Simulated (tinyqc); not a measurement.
Thermal displacements in the Debye model: Debye-Waller factors, bond-length spread and the Lindemann rule: one step, computed by the program tinyqc. Command: `OMP_NUM_THREADS=1 python tinyqc.py 3020848 3020849 out.jsonl debyewaller walk`. One thread of a shared host (Intel(R) Xeon(R) Processor @ 2.30GHz), about 0.01 s of CPU time with the checks.

A Debye spectrum with three branches of one velocity, cut at k_B Theta; 4 atoms per cube, nearest neighbours at d = 0.707107 a.

Task: Recoil-free fraction. A nucleus of this mass is supposed to emit a gamma ray of the energy chosen: recoil energy E_R = E^2/(2 M c^2), wave number k_g = E/(hbar c), recoil-free fraction f = exp(-k_g^2 <u_x^2>).

Inputs (values chosen for the exercise, modelled on nickel): atomic mass M = 58.69 u; Debye temperature Theta = 391 K; temperature T = 77 K; gamma-ray energy E = 67.4 keV.

Structure: fcc.

<u_x^2> = 0.001980616 angstrom^2

Constants: e = 1.602176634e-19 C; u = 1.6605390666e-27 kg; c = 299792458 m/s; hbar = 6.582119569e-16 eV s; k_B = 8.617333262e-05 eV/K.

Give: recoil energy; k_g; recoil-free fraction f.

Result:

recoil energy = 41.548 meV

k_g = 34.157 1/angstrom

recoil-free fraction f = 0.099190
